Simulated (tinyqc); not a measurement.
Inside a calculation. Model: MOS capacitor on a p-type substrate, surface potential from the exact charge relation.

Numbers from tinyqc (`OMP_NUM_THREADS=1 python tinyqc.py 2060024 2060025 out.jsonl`; about 0.01 s on one thread of a shared Intel Xeon 2.30GHz). Printed values are rounded.

Uniform p-type substrate, Boltzmann statistics, full ionisation, classical densities. psi is the surface potential against the body (positive when the bands bend down) and u = psi/Vt. Traps are spread evenly over the gap and neutral at flat band, so their charge is -q Dit psi; the minority quasi-Fermi level is shifted by Vb.

Inputs (values chosen for the exercise); band and dielectric values close to those of silicon:
```
symbol    value         unit                                                               meaning
T           250            K                                                           temperature
Eg         1.12           eV                                                              band gap
eps_r      11.6                                                              relative permittivity
Nc      2.12e19        cm^-3                                conduction-band density of states at T
Nv      2.03e19        cm^-3                                   valence-band density of states at T
chi        4.05           eV                                                     electron affinity
N        3.1e15        cm^-3                                     acceptor density of the substrate
eox        22.1               relative permittivity of the gate insulator (close to hafnium oxide)
tox         7.5           nm                                                   insulator thickness
phiM       4.37           eV                                                    gate work function
Nf       3.6e10        cm^-2                          fixed charge at the interface, in units of q
Dit           0  cm^-2 eV^-1                                            density of interface traps
Vb            0            V                  reverse bias of the inversion layer against the body
Vg         0.05            V                                         gate voltage against the body
```

Constants: q = 1.602176634e-19 C, kB = 1.380649e-23 J/K, Vt = kB T/q, eps0 = 8.8541878128e-14 F/cm where lengths are in cm. Results are converted to the units shown.

## Flat band, threshold and scales

ni = sqrt(Nc Nv) exp(-Eg/(2 Vt)), Eg in volts; phiF = Vt ln(N/ni); Cox = eps0 eox/tox; Vfb = phiM - chi - (Eg - Vt ln(Nv/N)) - q Nf/Cox; Q0 = sqrt(2 eps0 eps_r q N Vt); r = (ni/N)^2 exp(-Vb/Vt); VT = Vfb + [(2 phiF + Vb)(1 + q Dit/Cox) + sqrt(2 eps0 eps_r q N (2 phiF + Vb))/Cox].

ni = 1.06614e8 cm^-3
phiF = 0.370232 V
Cox = 2.60903 uF/cm^2
Vfb = -0.612910 V
Q0 = 4.68825 nC/cm^2
r = 1.18278e-15
VT = 0.138089 V

## Starting value

psi = Vg - Vfb, limited to the range from -4 Vt to +(2 phiF + Vb + 4 Vt).

psi at the start = 0.662910 V

## Iteration 1: Newton step for the surface potential

u = psi/Vt; F^2 = exp(-u) + u - 1 + r (exp(u) - u - 1); Qs = -sign(u) Q0 F; Cs = -dQs/dpsi = (Q0/Vt) |1 - exp(-u) + r (exp(u) - 1)|/(2 F). f = Vfb + psi + (q Dit psi - Qs)/Cox - Vg, f' = 1 + (Cs + q Dit)/Cox, psi(new) = psi - f/f'.

u = 30.7710
F = 5.45878
Qs = -25.5922 nC/cm^2
Cs = 0.0204777 uF/cm^2
f = 0.00980905 V
f' = 1.00785
psi after iteration 1 = 0.653177 V

## Iteration 2: Newton step for the surface potential

As before.

u = 30.3192
F = 5.41633
Qs = -25.3931 nC/cm^2
Cs = 0.0204386 uF/cm^2
f = 1.00347e-7 V
f' = 1.00783
psi after iteration 2 = 0.653177 V

## Course of the Newton iteration

Stop when the step is below 1e-10 V, or after 60 iterations.

Course of the iteration:
```
iteration  psi before the step (V)    f (V)  step (V)
1                         0.662910  9.81e-3  -9.73e-3
2                         0.653177  1.00e-7  -9.96e-8
3                         0.653177        0         0
```

Converged in 3 iterations.

## Charges, field and capacitances at the solution

converged psi = 0.653177 V

u = psi/Vt; F^2 = exp(-u) + u - 1 + r (exp(u) - u - 1); Qs = -sign(u) Q0 F; Cs = -dQs/dpsi = (Q0/Vt) |1 - exp(-u) + r (exp(u) - 1)|/(2 F). Low frequency: 1/C_LF = 1/Cox + 1/(Cs + q Dit). High frequency, in the simple estimate in which traps and minority carriers do not follow: 1/C_HF = 1/Cox + 1/Cd, Cd being Cs with r = 0 at the same psi. Minority sheet density N_inv = (Q0/(2 q)) int_0^u r (exp(t) - 1)/F(t) dt for u > 0. Oxide field |Qs - q Dit psi + q Nf|/(eps0 eox).

Qs = -25.3931 nC/cm^2
N_inv = 4.78363e7 cm^-2
oxide field = 0.0100294 MV/cm
Cs = 0.0204386 uF/cm^2
C_LF/Cox = 0.00777290
C_HF/Cox = 0.00764328

The surface is in weak inversion (borders at |psi| = 0, phiF + Vb and 2 phiF + Vb = 0.740 V).
